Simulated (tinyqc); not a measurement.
Band edges of strained Si(1-x)Ge(x) on relaxed Si(1-y)Ge(y): sweeps and comparisons. A value that a table varies takes the place of the one given here.

Values are linear in the Ge fraction but for ED(x) = linear - CD x (1 - x) and a(x) = linear - Ca x (1 - x). Energies are on the common scale of Ev.

Coherent growth on a (001) face: e_par = (a(y) - a(x))/a(x), e_perp = -2 (C12/C11) e_par; exx = eyy = e_par, ezz = e_perp, no shear.

A valley with unit axis u lies at Ev + gap + (av + a_valley) tr(e) + Xu (u.e.u - tr(e)/3); the Delta axes are x, y, z and the L axes [111], [1-1-1], [-11-1], [-1-11]. The second-order shift of the Delta valleys under shear is left out; it lowers the pair normal to the sheared plane by tens of meV at a shear of 1 %.

Valence edges: Ev plus the levels of the 6 x 6 matrix of X, Y, Z times spin with -Dso/3 + l exx + m (eyy + ezz) on the diagonal (cyclic), n exy off it, l = av + 2 b, m = av - b, n = sqrt(3) d. Spin-orbit term (Dso/3) L.sigma on X, Y, Z with (L_k)_ij = -i epsilon_kij: <X+|H|Y+> = -i Dso/3, <X+|H|Z-> = Dso/3, <Y+|H|Z-> = -i Dso/3, <Z+|H|X-> = -Dso/3, <Z+|H|Y-> = i Dso/3, <X-|H|Y-> = i Dso/3, and their conjugates; + and - are the spin along z.

Coherent growth: e_par = (a(y) - a(x))/a(x). (001): e_perp = -2 (C12/C11) e_par; exx = eyy = e_par, ezz = e_perp, no shear. (111): e_perp = -(2 C11 + 4 C12 - 4 C44)/(C11 + 2 C12 + 4 C44) e_par; exx = eyy = ezz = (2 e_par + e_perp)/3 and exy = eyz = ezx = (e_perp - e_par)/3. (110): e_perp = -(C11 + 3 C12 - 2 C44)/(C11 + C12 + 2 C44) e_par; exx = eyy = (e_par + e_perp)/2, ezz = e_par, exy = (e_perp - e_par)/2, eyz = ezx = 0.

Values chosen for the exercise (end members near Si and Ge, in this order; not measured data): a = (5.437, 5.665) angstrom (lattice constant); Dso = (0.044, 0.292) eV (spin-orbit splitting); av = (2.44, 1.25) eV (valence hydrostatic potential); b = (-2.13, -2.59) eV (tetragonal shear potential); d = (-4.76, -5.31) eV (trigonal shear potential); C11 = (165.3, 128.4) GPa; C12 = (63.3, 47.8) GPa; C44 = (78.7, 66.7) GPa; Ev = (0, 0.64) eV (top of the unstrained valence band); ED = (1.159, 0.928) eV (gap to the Delta valleys); EL = (1.974, 0.75) eV (gap to the L valleys); aD = (1.57, 1.38) eV (hydrostatic potential of the Delta gap); aL = (-3.11, -2.87) eV (hydrostatic potential of the L gap); XuD = (9.48, 9.05) eV (uniaxial potential, Delta); XuL = (15.51, 15.41) eV (uniaxial potential, L); CD = 0.228 eV (bowing of the Delta gap); Ca = 0 angstrom (bowing of the lattice constant); face = 001 (growth face); y = 0.38 (Ge fraction of the relaxed buffer); x = 0 (Ge fraction of the layer).

## Composition of the layer

The buffer is kept. dEc = Ec(buffer) - Ec(layer), dEv = Ev(layer) - Ev(buffer); buffer edges Ev(y) and Ev(y) + min(ED, EL). The digit behind Delta or L counts whole valleys.

Results:
```
x     e_par (%)  lowest valleys  gap (eV)  next valleys above (meV)  valence splitting (meV)  dEc (eV)  dEv (eV)
0.00       1.59          Delta2     0.905                       267                      167     0.201    -0.088
0.13       1.04          Delta2     0.944                       173                      104     0.140    -0.067
0.27       0.46          Delta2     0.987                        75                       41     0.066    -0.035
0.40      -0.08          Delta4     1.002                        14                        7     0.001     0.014
0.53      -0.62          Delta4     0.910                       100                       43     0.000     0.108
0.66      -1.14          Delta4     0.825                       184                       72    -0.012     0.204
0.80      -1.70          Delta4     0.742                       240                       98    -0.036     0.312
0.93      -2.22          Delta4     0.674                       143                      121    -0.071     0.414
```

How do the results move?

The gap is 0.905 eV in the first row and 0.674 eV in the last, with its largest listed value, 1.002 eV, at x = 0.40. The lowest valleys change: Delta2 to Delta4 between x = 0.27 and 0.40. Per 0.1 of x the valence offset moves by +54 meV on average; the conduction offset lies between -71 and +201 meV. Both carriers sit on one side for x = 0.40 and 0.53, and on opposite sides elsewhere. Offsets below about 30 meV are within the spread of parameter sets, so those rows do not settle the type. Strains above 2 % can be kept only in layers of a few nanometres.

## Composition of the buffer

The layer is kept. dEc = Ec(buffer) - Ec(layer), dEv = Ev(layer) - Ev(buffer); buffer edges Ev(y) and Ev(y) + min(ED, EL). The digit behind Delta or L counts whole valleys.

Results:
```
y     e_par (%)  lowest valleys  gap (eV)  next valleys above (meV)  valence splitting (meV)  dEc (eV)  dEv (eV)
0.08       0.34          Delta2     1.110                        56                       30     0.037    -0.023
0.16       0.67          Delta2     1.057                       112                       66     0.076    -0.042
0.24       1.01          Delta2     1.002                       168                      102     0.119    -0.059
0.31       1.30          Delta2     0.953                       218                      135     0.159    -0.074
0.39       1.64          Delta2     0.898                       274                      172     0.207    -0.090
0.47       1.97          Delta2     0.842                       330                      210     0.258    -0.106
0.55       2.31          Delta2     0.786                       386                      247     0.312    -0.122
```

What can be read from the table?

The gap is 1.110 eV in the first row and 0.786 eV in the last. The lowest valleys are Delta2 throughout. Per 0.1 of y the valence offset moves by -21 meV on average; the conduction offset lies between +37 and +312 meV. Electrons and holes sit on opposite sides in every row (type II). Offsets below about 30 meV are within the spread of parameter sets, so those rows do not settle the type. Strains above 2 % can be kept only in layers of a few nanometres.

## The same layer on three faces

dEc = Ec(buffer) - Ec(layer), dEv = Ev(layer) - Ev(buffer); buffer edges Ev(y) and Ev(y) + min(ED, EL). The digit behind Delta or L counts whole valleys.

Results:
```
face   e_par (%)  lowest valleys  gap (eV)  next valleys above (meV)  valence splitting (meV)  dEc (eV)  dEv (eV)  Delta spread (meV)  L spread (meV)
(001)       1.59          Delta2     0.905                       267                      167     0.201    -0.088                 267               0
(111)       1.59          Delta6     1.084                       461                      177     0.002    -0.069                   0             317
(110)       1.59          Delta4     1.046                       114                      171     0.045    -0.073                 114             249
```

What can be read from the table?

On (001) only the Delta valleys split (267 meV), on (111) only the L valleys (317 meV), on (110) both (114 and 249 meV). The lowest valleys are Delta2 on (001), Delta6 on (111) and Delta4 on (110); the smallest gap is 0.905 eV on (001) and the largest 1.084 eV on (111).

## What each parameter does

dEc = Ec(buffer) - Ec(layer), dEv = Ev(layer) - Ev(buffer); buffer edges Ev(y) and Ev(y) + min(ED, EL). Each row changes one parameter from the base and keeps the others.

Results:
```
case                       gap (eV)  valence splitting (meV)  dEc (eV)  dEv (eV)
base                         0.9046                    167.3    0.2007   -0.0878
x = 0.03                     0.9135                    152.4    0.1876   -0.0835
y = 0.41                     0.8837                    181.4    0.2193   -0.0939
CD = 0.278 eV                0.9046                    167.3    0.1889   -0.0878
Dso = (0.051, 0.336) eV      0.9063                    165.7    0.2007   -0.0894
aD = (1.805, 1.587) eV       0.9093                    167.3    0.1961   -0.0878
b = (-2.449, -2.978) eV      0.8869                    194.0    0.2007   -0.0701
XuL = (17.836, 17.722) eV    0.9046                    167.3    0.2007   -0.0878
XuD = (10.902, 10.408) eV    0.8780                    167.3    0.2274   -0.0878
```

What does this show?

The largest shifts from the base row, up to three for each result and ties (the steps differ in size, so this ranks the rows, not the parameters). gap (eV): XuD -0.0267, y -0.0209, b -0.0177; unchanged at the printed digits by CD and XuL. valence splitting (meV): b +26.7, x -14.9, y +14.0; unchanged at the printed digits by CD, aD, XuL and XuD. dEc (eV): XuD +0.0267, y +0.0186, x -0.0131; unchanged at the printed digits by Dso, b and XuL. dEv (eV): b +0.0177, y -0.0061, x +0.0043; unchanged at the printed digits by CD, aD, XuL and XuD. The lowest valleys of the layer are Delta2, so among the conduction-band potentials only those of that family reach the gap and dEc; the buffer is unstrained. A shift large enough to swap the lowest family would change that.

Program tinyqc; command `OMP_NUM_THREADS=1 python tinyqc.py 1080695 1080696 out.jsonl`; about 0.01 s on one thread of a shared Intel(R) Xeon(R) Processor @ 2.30GHz.
